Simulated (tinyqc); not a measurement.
Inside a calculation. Method: CIS on RHF in the sto-6g basis, for H3+, spin multiplicity 1. Computed by tinyqc, a small Python program that keeps every step (integrals from PySCF). Settings: charge = 1, multiplicity = 1, basis = sto-6g, method = RHF, energy threshold = 1e-10, iteration cap = 76, orthogonalisation = symmetric, start = atomic densities, DIIS depth = 6. Command: `OMP_NUM_THREADS=1 python tinyqc.py 29791 29792 out.jsonl` (the two numbers bound the seeds that draw the settings). One thread of a shared host (Intel(R) Xeon(R) Processor @ 2.60GHz), about 0.05 s of CPU time with the checks. The early iterations of the SCF are left out here.

## One-electron integrals

Geometry (angstrom):
```
atom         x         y         z
H     0.000000  0.000000  0.000000
H     0.000000  0.000000  0.943000
H     0.000000  0.898000  0.471000
```

Basis sto-6g: exponents (1/bohr^2) and contraction coefficients of normalised primitives:
```
element  l (shell)   exponent  coefficient
H            s (1)  35.523221     0.009164
H            s (1)   6.513144     0.049361
H            s (1)   1.822143     0.168538
H            s (1)   0.625955     0.370563
H            s (1)   0.243077     0.416492
H            s (1)   0.100112     0.130334
```

Overlap, kinetic and nuclear-attraction integrals over the contracted functions; the nuclear repulsion is the sum of Za Zb / Rab.

nuclear repulsion = 1.60464156 hartree

overlap S:
```
          1H 1s     2H 1s     3H 1s
1H 1s  1.000000  0.530817  0.488532
2H 1s  0.530817  1.000000  0.488262
3H 1s  0.488532  0.488262  1.000000
```

kinetic energy T (hartree):
```
          1H 1s     2H 1s     3H 1s
1H 1s  0.768522  0.133520  0.106761
2H 1s  0.133520  0.768522  0.106599
3H 1s  0.106761  0.106599  0.768522
```

nuclear attraction V (hartree):
```
           1H 1s      2H 1s      3H 1s
1H 1s  -2.285693  -1.160120  -1.053617
2H 1s  -1.160120  -2.285489  -1.052951
3H 1s  -1.053617  -1.052951  -2.252664
```

core Hamiltonian H = T + V (hartree):
```
           1H 1s      2H 1s      3H 1s
1H 1s  -1.517171  -1.026600  -0.946857
2H 1s  -1.026600  -1.516967  -0.946353
3H 1s  -0.946857  -0.946353  -1.484142
```

## Two-electron integrals

Functions are numbered as in S; the eight-fold symmetry (ij|kl) = (ji|kl) = (kl|ij) leaves the list below.

Two-electron integrals (ij|kl) in chemists' order, unique and non-zero (hartree):
```
(11|11) 0.774999   (21|11) 0.336492   (21|21) 0.182932   (22|11) 0.496979
(22|21) 0.336492   (22|22) 0.774999   (31|11) 0.303049   (31|21) 0.149940
(31|22) 0.248400   (31|31) 0.152218   (32|11) 0.248315   (32|21) 0.149862
(32|22) 0.302838   (32|31) 0.138648   (32|32) 0.152032   (33|11) 0.473488
(33|21) 0.261577   (33|22) 0.473338   (33|31) 0.303049   (33|32) 0.302838
(33|33) 0.774999
```

## Orthogonalisation

S = U s U^T; symmetric (Loewdin) form X = U s^(-1/2) U^T, so that X^T S X = 1.

eigenvalues of S: 0.469183  0.525473  2.005344

X:
```
           1H 1s      2H 1s      3H 1s
1H 1s   1.191081  -0.268922  -0.222375
2H 1s  -0.268922   1.190914  -0.222070
3H 1s  -0.222375  -0.222070   1.163599
```

## Iteration 5 (converged): orbitals

converged F (hartree):
```
           1H 1s      2H 1s      3H 1s
1H 1s  -0.793700  -0.776874  -0.731004
2H 1s  -0.776874  -0.793492  -0.730717
3H 1s  -0.731004  -0.730717  -0.760846
```

Diagonalise F' = X^T F X, C = X C', fill 1 alpha and 1 beta electrons from the bottom; D = 2 C_occ C_occ^T. Each column has its largest component positive (the first on a tie).

F' = X^T F X (hartree):
```
           1          2          3
1  -0.423492  -0.387863  -0.337970
2  -0.387863  -0.423514  -0.337644
3  -0.337970  -0.337644  -0.429328
```

orbital energies (hartree): MO1 -1.134851, MO2 -0.105843, MO3 -0.035639

coefficients C:
```
            MO1        MO2        MO3
1H 1s  0.415360  -0.546837   1.033871
2H 1s  0.415208  -0.552310  -1.030760
3H 1s  0.392186   1.139696  -0.003456
```

D after iteration 5:
```
          1H 1s     2H 1s     3H 1s
1H 1s  0.345048  0.344921  0.325797
2H 1s  0.344921  0.344795  0.325678
3H 1s  0.325797  0.325678  0.307620
```

## Convergence

Stop when the energy changes by less than 1e-10 hartree and every element of the error matrix X^T (F D S - S D F) X is below 3e-06.

Course of the cycle:
```
iteration  E (hartree)     change  largest element of the error matrix
1          -0.69865629          -                             8.49e-03
2          -1.25253187  -5.54e-01                             2.87e-03
3          -1.25254011  -8.24e-06                             9.25e-04
4          -1.25254106  -9.53e-07                             6.14e-06
5          -1.25254106  -3.33e-11                             2.77e-06
```

PySCF RHF in the same basis = -1.25254106 hartree

Converged in 5 iterations.

## Integrals over molecular orbitals

(pq|rs) = sum C_ip C_jq C_kr C_ls (ij|kl), one index at a time.

one-electron integrals over orbitals h = C^T H C (hartree):
```
           1          2          3
1  -1.722331   0.009709  -0.000082
2   0.009709  -1.092696  -0.000006
3  -0.000082  -0.000006  -1.045367
```

Two-electron integrals over orbitals (pq|rs), unique and non-zero (hartree):
```
(11|11) 0.587480    (21|11) -0.009709   (21|21) 0.143740    (22|11) 0.565297
(22|21) 0.096268    (22|22) 0.658116    (31|11) 0.000082    (31|21) 2.41e-06
(31|22) -0.000755   (31|31) 0.144509    (32|11) 4.06e-06    (32|21) -0.000829
(32|22) -0.000090   (32|31) -0.092409   (32|32) 0.070542    (33|11) 0.577118
(33|21) -0.100788   (33|22) 0.498274    (33|31) 0.000799    (33|32) 0.000088
(33|33) 0.662944
```

## CIS matrix, singlets

A(ia,jb) = (e_a - e_i) d_ij d_ab + 2 (ia|jb) - (ij|ab).

CIS matrix A, singlet (hartree):
```
          1>2       1>3
1>2  0.751192  0.000001
1>3  0.000001  0.811112
```

## CIS singlet states

dipole integrals <i|r|a> (bohr):
```
            x          y          z
1>2  0.000000   0.972134  -0.003027
1>3  0.000000  -0.002891  -0.940134
```

Diagonalise A (1 hartree = 27.211386 eV); each vector has its largest component positive (the first on a tie). The transition dipole is mu = sqrt2 sum c_ia <i|r|a>.

singlet excitation energies (eV): 20.440980  22.071482

lowest vectors:
```
       state 1   state 2
1>2   1.000000  0.000013
1>3  -0.000013  1.000000
```

oscillator strengths 2/3 w |mu|^2: 0.946556  0.955880

## CIS matrix, triplets

A(ia,jb) = (e_a - e_i) d_ij d_ab - (ij|ab).

CIS matrix A, triplet (hartree):
```
           1>2        1>3
1>2   0.463712  -0.000004
1>3  -0.000004   0.522094
```

## CIS triplet states

Diagonalise A (1 hartree = 27.211386 eV); each vector has its largest component positive (the first on a tie).

triplet excitation energies (eV): 12.618254  14.206901

lowest vectors:
```
      state 1    state 2
1>2  1.000000  -0.000070
1>3  0.000070   1.000000
```
